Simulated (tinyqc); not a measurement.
Kinetics of strain relaxation and threading dislocations in mismatched semiconductor layers: one step, computed by the program tinyqc. Command: `OMP_NUM_THREADS=1 python tinyqc.py 3028925 3028926 out.jsonl threading walk`. One thread of a shared host (Intel(R) Xeon(R) Processor @ 2.30GHz), about 0.01 s of CPU time with the checks.

60-degree dislocations on {111} planes of a (001) layer, isotropic elasticity. The Schmid factor is 1/sqrt(6), and a misfit segment relieves strain with b/2.

Problem. Relaxation in the anneal. Excess resolved stress tau = (1/sqrt 6) [2 G (1 + nu)/(1 - nu)] (e - e_eq), e_eq = b (1 - nu/4) [ln(h/b) + 1]/(4 pi (1 + nu) h), the Matthews-Blakeslee strain of an uncapped layer; glide velocity v = v0 tau exp(-Q/(k_B T)), tau in MPa. Threads run in two directions, so de/dt = -(b/4) rho v, and they multiply as d rho/dt = delta rho v. With x = e - e_eq, x0 = f - e_eq (fully strained at t = 0) and v = m S x (m the mobility, S x = tau): rho = rho_0 + (4 delta/b)(x0 - x), so dx/dt = -k x (a - x), k = delta m S, a = x0 + b rho_0/(4 delta): a logistic law, x = a/[1 + (a/x0 - 1) exp(k a t)]. The half time is that at which x = x0/2.

Inputs (values chosen for the exercise, modelled on Si(0.7)Ge(0.3) on Si): misfit f = 0.0124; shear modulus G = 60.6 GPa; Poisson ratio nu = 0.27; Burgers vector b = 3.89 angstrom; anneal temperature T = 645 K; anneal time t = 690 s; initial thread density rho_0 = 5.9e+07 1/cm^2; multiplication constant delta = 16000 1/m.

Sources: multiplication.

mobility v/tau = 2.430331e-11 m/s per MPa

equilibrium strain e_eq = 0.003412515

Give: strain left e; share of the excess strain relieved; thread density; half time.

Solution.

strain left e = 0.01161

share of the excess strain relieved = 8.768 %

thread density = 7.196e+07 1/cm^2

half time = 3577 s

Relaxation is under way. The misfit lines laid down are 0.25 micrometre apart. Caution: blocking of threads by crossing misfit lines, left out here, leaves real layers with more strain.
